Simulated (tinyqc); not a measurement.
# Capacitance measurement on a leaky thin oxide: effects of series resistance and leakage: readings against frequency

The device is a capacitance C in parallel with a leakage conductance G, in series with Rs and Ls. An impedance meter reports either a parallel pair (Cp, Gp) from Y = 1/Z = Gp + i w Cp or a series pair (Cs, Rm) from Z = Rm + 1/(i w Cs); w = 2 pi f, dissipation D = Gp/(w |Cp|).

EOT = 3.9 tox/eox; CET = EOT + zc + zp; C = 3.9 eps0 A/CET; G = Jg A/Vs. Z = Rs + i w Ls + 1/(G + i w C); CET read from Cp = 3.9 eps0 A/Cp; errors under 0.001 % are printed as 0.

Values chosen for this exercise; values of the order met in thin-oxide MOS capacitors: relative permittivity of the gate insulator (close to zirconium oxide) eox = 25.6; insulator thickness tox = 6 nm; gate area A = 400 um^2; oxide-equivalent thickness added by the accumulation layer zc = 0.34 nm; oxide-equivalent thickness added by gate depletion zp = 0 nm; gate leakage current density, not matched to the thickness Jg = 0.022 A/cm^2; voltage for an e-fold rise of the leakage Vs = 0.25 V; series resistance Rs = 150 ohm; series inductance Ls = 0 nH.

Constants: eps0 = 8.8541878128e-14 F/cm where lengths are in cm. Results are converted to the units shown.

The same in every row: C (pF) = 11.01.

Readings against frequency:
```
f (Hz)  Cp (pF)  Cs (pF)        D  error of Cp (%)  error of Cs (%)  CET read from Cp (nm)
1000      11.01    296.0    5.087          -0.0106             2590                  1.254
3000      11.01    42.68    1.696          -0.0106              287                  1.254
10000     11.01    13.86   0.5088          -0.0106             25.9                  1.254
30000     11.01    11.33   0.1699          -0.0106             2.87                  1.254
1e5       11.01    11.04  0.05190          -0.0107            0.259                  1.254
3e5       11.01    11.02  0.02007          -0.0115           0.0287                  1.254
1e6       11.01    11.01  0.01547          -0.0213          2.59e-3                  1.254
3e6       11.00    11.01  0.03284           -0.107                0                  1.255
1e7       10.90    11.01   0.1043            -1.08                0                  1.268
3e7       10.04    11.01   0.3116            -8.85                0                  1.376
```

Read the table: what changes, and by how much?

D goes from 5.09 through a minimum of 0.0155 (at f = 1e6 Hz among the rows listed) to 0.312; without inductance its minimum lies at f = sqrt(G (1 + G Rs)/Rs)/(2 pi C) = 7.00e5 Hz. The error of Cp goes from -0.0106 to -8.85 % and that of Cs from 2590 to 0 %; at low frequency Cp tends to C/(1 + G Rs)^2 and Cs grows as 1 + (G/(w C))^2. One of the two readings is within 2 % of C for f = 1000, 3000, 10000, 30000, 1e5, 3e5, 1e6, 3e6, 1e7, 3e7 Hz. For f = 1000, 3000 D exceeds 1, where the accuracy of real meters degrades in proportion to sqrt(1 + D^2).

Program tinyqc, `OMP_NUM_THREADS=1 python tinyqc.py 2022061 2022062 out.jsonl`; Intel Xeon 2.30GHz, shared host, one thread, about 0.01 s.
